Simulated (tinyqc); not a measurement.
What moves the results: polar nitride quantum well with polarisation fields. A value that a table varies takes the place of the one given here.

Growth along [0001]. e_par = (a_sub - a)/a, Ppz = 2 e_par (e31 - e33 C13/C33), P = Psp + Ppz in each layer; strain relaxation and the strain shift of the gaps are left out, although thick layers with more than about 1 % mismatch would relax.

In a periodic stack without free charge the potential drop over a period vanishes: F_w = (P_b - P_w) Lb/(eps0 (eps_w Lb + eps_b Lw)), F_b = -F_w Lw/Lb, eps0 = 8.8541878e-12 F/m; 1 MV/cm = 1e8 V/m = 0.01 V/angstrom.

Envelope functions on cells of 0.25 angstrom over barrier, well, barrier (widths Lb, Lw, Lb), psi = 0 beyond, psi'/m continuous (mean mass between points), c = hbar^2/2m0. With u(z) the integral of e F (F_w in the well, F_b = -F_w Lw/Lb in the barriers, 1 MV/cm = 0.01 V/angstrom), zero at the centre of the well, the electron sees u plus Vc in the barriers and the hole -u plus Vv. The transition is Eg + E_e + E_h; excitons are left out.

Constants: hbar^2/2m0 = 3.80998211 eV angstrom^2; hc = 1239.841984 eV nm.

Parameters, chosen for this exercise (near those of an InGaN well in GaN; not measured data): a_w = 3.232 angstrom (lattice constant a, well); a_b = 3.189 angstrom (lattice constant a, barrier); a_sub = 3.189 angstrom (in-plane lattice constant of the stack); Psp_w = -0.0317 C/m^2 (spontaneous polarisation); Psp_b = -0.0345 C/m^2 (spontaneous polarisation); e31_w = -0.359 C/m^2; e31_b = -0.338 C/m^2; e33_w = 0.673 C/m^2; e33_b = 0.651 C/m^2; C_w = 0.279 (C13/C33); C_b = 0.263 (C13/C33); eps_w = 10.8 (dielectric constant); eps_b = 10.3 (dielectric constant); Lb = 120 angstrom (barrier width); Eg = 2.962 eV (gap of the well); Vc = 0.325 eV (conduction offset); Vv = 0.153 eV (valence offset); me = 0.184 m0 (electron, well); meb = 0.2 m0 (electron, barrier); mh = 1.87 m0 (hole, everywhere); Ls = (12, 18, 24, 30, 36, 45) angstrom (well widths); Lw = 27 angstrom (well width).

## Width of the well

Field, levels and overlap anew for each width.

Results:

| Lw (angstrom) | F_w (MV/cm) | E (eV) | E without field (eV) | overlap^2 | ln overlap^2 |
|---|---|---|---|---|---|
| 12 | -1.656 | 3.1843 | 3.2262 | 0.557 | -0.59 |
| 18 | -1.587 | 3.0713 | 3.1493 | 0.398 | -0.92 |
| 24 | -1.524 | 2.9769 | 3.1000 | 0.221 | -1.51 |
| 30 | -1.465 | 2.8942 | 3.0673 | 0.102 | -2.29 |
| 36 | -1.411 | 2.8193 | 3.0448 | 0.0399 | -3.22 |
| 45 | -1.336 | 2.7174 | 3.0224 | 0.00760 | -4.88 |

The red shift grows from 42 to 305 meV. The line drops below Eg between 24 and 30 angstrom, which a square well can never do. Over the last two rows dE/dLw = -11.3 meV per angstrom, against -|e F_w| = -13.4 in the last row; the field itself weakens by 19 % over the table, since a wider well shares the drop with the barrier. The overlap falls by a factor 73.2.

## Screening the field

F_w = -1.4937 MV/cm

Carriers or a semipolar orientation reduce the field; here it is simply scaled in well and barrier.

Results:

| share of the field | F_w (MV/cm) | E (eV) | nm | overlap^2 | separation (angstrom) |
|---|---|---|---|---|---|
| 1.0 | -1.494 | 2.9344 | 422.5 | 0.15 | 18.1 |
| 0.8 | -1.195 | 2.9788 | 416.2 | 0.24 | 16.0 |
| 0.6 | -0.896 | 3.0180 | 410.8 | 0.36 | 13.5 |
| 0.4 | -0.597 | 3.0504 | 406.5 | 0.55 | 10.4 |
| 0.2 | -0.299 | 3.0733 | 403.4 | 0.79 | 6.1 |
| 0.0 | 0.000 | 3.0821 | 402.3 | 0.93 | 0.0 |

Full screening shifts the line by -20.2 nm (+148 meV). The first fifth of the screening gives 44 meV and the last fifth 9 meV; a purely quadratic shift would give a ratio of 9, a linear one 1, and here it is 5.1.

## What each parameter does

Polarisation, field, levels and overlap anew. Each row changes one parameter from the base and keeps the others.

Results:

| case | F_w (MV/cm) | E (eV) | overlap^2 | red shift (meV) |
|---|---|---|---|---|
| base | -1.494 | 2.9344 | 0.15 | 148 |
| Lw = 23 angstrom | -1.534 | 2.9917 | 0.25 | 115 |
| Lb = 145 angstrom | -1.541 | 2.9257 | 0.14 | 156 |
| a_sub = 3.199 angstrom | -1.477 | 2.9369 | 0.16 | 145 |
| Psp_b = -0.038 C/m^2 | -1.795 | 2.8854 | 0.099 | 197 |
| e33_w = 0.74 C/m^2 | -1.537 | 2.9276 | 0.14 | 154 |
| eps_w = 11.9 | -1.378 | 2.9521 | 0.18 | 130 |
| mh = 1.31 m0 | -1.494 | 2.9447 | 0.18 | 143 |
| Vc = 0.276 eV | -1.494 | 2.9212 | 0.13 | 154 |

The largest shifts from the base row, up to three for each result and ties (the steps differ in size, so this ranks the rows, not the parameters). F_w (MV/cm): Psp_b -0.301, eps_w +0.116, Lb -0.047; unchanged at the printed digits by mh and Vc. E (eV): Lw +0.0573, Psp_b -0.0490, eps_w +0.0177. overlap^2: Lw +0.0940, Psp_b -0.0541, eps_w +0.0280. red shift (meV): Psp_b +49, Lw -33, eps_w -18.

Program tinyqc; command `OMP_NUM_THREADS=1 python tinyqc.py 1282778 1282779 out.jsonl`; about 0.08 s on one thread of a shared Intel(R) Xeon(R) Processor @ 2.30GHz.
